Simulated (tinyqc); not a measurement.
Changing the dopant density N_d: defect equilibria of an oxide against oxygen pressure (mass action). Computed by tinyqc, a small Python program. Command: `OMP_NUM_THREADS=1 python tinyqc.py 3022322 3022323 out.jsonl brouwer sweep`. One thread of a shared host (Intel(R) Xeon(R) Processor @ 2.30GHz), about 0.01 s of CPU time with the checks.

Defects: oxygen vacancies V (charge +2), electrons n, holes p, the ionic partner X = V_M'' (charge -2), and the dopant. Activities are taken equal to concentrations.

Inputs (values chosen for the exercise, for a model oxide):
```
quantity                           value             unit
reduction enthalpy H_r              5.16               eV
prefactor K_r0                   5.3e+68  cm^-9 atm^(1/2)
gap E_g                             3.43               eV
prefactor N_c N_v                1.4e+40            cm^-6
disorder enthalpy H_s               2.54               eV
prefactor K_s0                   3.8e+45            cm^-6
temperature T                        700                K
oxygen pressure P                  3e-05              atm
electron mobility mu_n              0.01       cm^2/(V s)
hole mobility mu_p                  0.47       cm^2/(V s)
vacancy diffusion prefactor D_0   0.0077           cm^2/s
vacancy migration energy E_m        0.99               eV
```

Ionic disorder: Schottky, oxide MO. Dopant (singly charged, fully ionised): acceptor.

Constants: k_B = 8.617333262e-05 eV/K; e = 1.602176634e-19 C.

Method:
- K_r = K_r0 exp(-H_r/k_B T) = [V] n^2 P^(1/2); K_i = N_c N_v exp(-E_g/k_B T) = n p; K_s = K_s0 exp(-H_s/k_B T) = [X] [V].
- Neutrality: 2 [V] + p = n + 2 [X] + N_d. With n as the unknown, [V] = K_r/(n^2 P^(1/2)), p = K_i/n, [X] = K_s/[V]; the log ratio is ln(positive/negative).
- The root is found by 60 bisections in ln n between n = 1e-10 and 1e25 cm^-3.
- sigma_n = e n mu_n, sigma_p = e p mu_p, sigma_ion = 2 e [V] mu_V with mu_V = 2 e D/(k_B T) and D = D_0 exp(-E_m/k_B T); only the oxygen vacancies carry ionic current, and the ionic transport number is sigma_ion over the total.

One run for each value:
```
dopant density N_d (cm^-3)   n (cm^-3)  [V] (cm^-3)   p (cm^-3)  [X] (cm^-3)  ionic transport number
1.00e+15                    3.6856e+09   5.0389e+14  7.6685e+05   3.8927e+12                 0.34003
6.00e+15                    1.5103e+09   3.0007e+15  1.8713e+06   6.5369e+11                 0.87721
3.00e+16                    6.7550e+08   1.5000e+16  4.1840e+06   1.3077e+11                 0.98495
2.00e+17                    2.6162e+08   1.0000e+17  1.0803e+07   1.9615e+10                 0.99798
1.00e+18                    1.1700e+08   5.0000e+17  2.4156e+07   3.9230e+09                 0.99934
6.00e+18                    4.7766e+07   3.0000e+18  5.9170e+07   6.5383e+08                 0.99975
3.00e+19                    2.1361e+07   1.5000e+19  1.3231e+08   1.3077e+08                 0.99989
2.00e+20                    8.2732e+06   1.0000e+20  3.4162e+08   1.9615e+07                 0.99996
1.00e+21                    3.6999e+06   5.0000e+20  7.6388e+08   3.9230e+06                 0.99998
```

What does the table show, and why?

Over the rows, n (cm^-3) falls from 3.69e9 to 3.70e6 (exponent d ln y / d ln x about -0.50 throughout); [V] (cm^-3) rises from 5.04e14 to 5.00e20 (exponent d ln y / d ln x about 1.00 throughout); p (cm^-3) rises from 767000 to 7.64e8 (exponent d ln y / d ln x about 0.50 throughout). The exponent of [V] stays at 1: acceptors are compensated by oxygen vacancies. The largest terms of the neutrality condition are 2 [V] = N_d from row 1.

Caution (rows 1.00e21): one of n, p, [V] and [X] is above 2e20 cm^-3, near 1 % of the sites of a usual oxide, where defects associate and the ideal mass-action laws fail.

Extremes, crossings and ranges named in words are read from the listed rows.
